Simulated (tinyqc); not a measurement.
# Biaxially strained (001) channel, valley splitting in an inversion layer: two studies

A thin layer grown on a relaxed buffer is stretched in the plane. The two valleys with their long axis along the growth direction (D2) sink against the four in-plane ones (D4); confinement in a triangular well splits them too. Only the lowest subband of each set is kept; one relaxation time, so the weakening of intervalley scattering is left out.

Parameters, values chosen for the exercise; values close to those of silicon on relaxed silicon-germanium:
- T = 300 K (temperature)
- x = 0.14 (germanium share of the relaxed buffer)
- b1 = 0.0418 (lattice mismatch per unit x)
- c11 = 165 GPa (elastic constant)
- c12 = 62.5 GPa (elastic constant)
- Xu = 8.87 eV (shear deformation potential)
- ml = 0.92 m0 (longitudinal mass)
- mt = 0.193 m0 (transverse mass)
- F = 0.3 MV/cm (confining field)
- Ns = 7.4e11 cm^-2 (inversion density)

Constants: q = 1.602176634e-19 C, kB = 1.380649e-23 J/K, hbar = 1.054571817e-34 J s, m0 = 9.1093837015e-31 kg, Vt = kB T/q, hbar^2/(2 m0) = 0.0380998212 eV nm^2. Results are converted to the units shown.

Each table varies one quantity; the others keep the values above.

## Effect of the inversion density

e_par = b1 x, e_perp = -2 (c12/c11) e_par, splitting D = Xu (e_par - e_perp), in-plane stress (c11 + c12 - 2 c12^2/c11) e_par. Levels E(m) = 2.33811 (hbar^2 q^2 F^2/(2 m))^(1/3): E2 = E(ml), E4 = E(mt) + D; N2 = 2 mt kB T/(pi hbar^2), N4 = 4 sqrt(mt ml) kB T/(pi hbar^2). EF solves Ns = N2 ln(1 + exp((EF - E2)/Vt)) + N4 ln(1 + exp((EF - E4)/Vt)); f2 is the share in D2, and 1/mc = f2/mt + (1 - f2)(1/mt + 1/ml)/2. The gain is mc(x = 0)/mc.

The same in every row: D (meV) = 91.23.

Result of one run:
```
Ns (cm^-2)  f2 without strain      f2  mc (m0)   gain
2e11                   0.6401  0.9836   0.1943  1.158
```

What becomes of these results when the inversion density Ns is changed from 2e11 to 3.9e11 cm^-2, all else the same?

Result of the changed run:
```
Ns (cm^-2)  f2 without strain      f2  mc (m0)   gain
3.9e11                 0.6372  0.9832   0.1943  1.160
```

The whole series:
```
Ns (cm^-2)  f2 without strain      f2  mc (m0)   gain
2e11                   0.6401  0.9836   0.1943  1.158
3.9e11                 0.6372  0.9832   0.1943  1.160
7.5e11                 0.6317  0.9825   0.1943  1.162
1.4e12                 0.6219  0.9811   0.1945  1.167
2.8e12                 0.6014  0.9776   0.1947  1.176
5.4e12                 0.5660  0.9687   0.1954  1.192
1e13                   0.5124  0.9426   0.1975  1.211
2e13                   0.4297  0.8340   0.2065  1.206
```

As Ns goes from 2e11 to 2e13 cm^-2, f2 falls from 0.984 to 0.834 (without strain: it falls from 0.640 to 0.430) and the gain goes from 1.158 through a maximum of 1.211 (at Ns = 1e13 cm^-2 among the rows listed) to 1.206. For Ns = 5.4e12 to 2e13 cm^-2 the second D2 subband, left out here, lies within 2 Vt of EF or below it.

## Effect of the confining field

Same model as above.

The same in every row: D (meV) = 91.231.

Results:
```
F (MV/cm)  f2 without strain       f2  mc (m0)    gain
0.1                  0.37684  0.95084  0.19682  1.3009
0.3                  0.63186  0.98254  0.19434  1.1621
0.5                  0.79562  0.99236  0.19358  1.0846
0.7                  0.88876  0.99630  0.19328  1.0444
0.9                  0.93904  0.99809  0.19315  1.0239
1.3                  0.98059  0.99942  0.19304  1.0075
1.5                  0.98869  0.99966  0.19303  1.0044
```

Estimate the missing row, F = 1.1 MV/cm.

Computed row:
```
F (MV/cm)  f2 without strain       f2  mc (m0)    gain
1.1                  0.96597  0.99896  0.19308  1.0132
```

With this row back in the table: As F goes from 0.1 to 1.5 MV/cm, f2 rises from 0.951 to 1.00 (without strain: it rises from 0.377 to 0.989) and the gain falls from 1.30 to 1.00. Strong confinement already empties D4, so strain has less to move.

Program tinyqc, `OMP_NUM_THREADS=1 python tinyqc.py 2530123 2530124 out.jsonl`; Intel Xeon 2.30GHz, shared host, one thread, about 0.01 s.
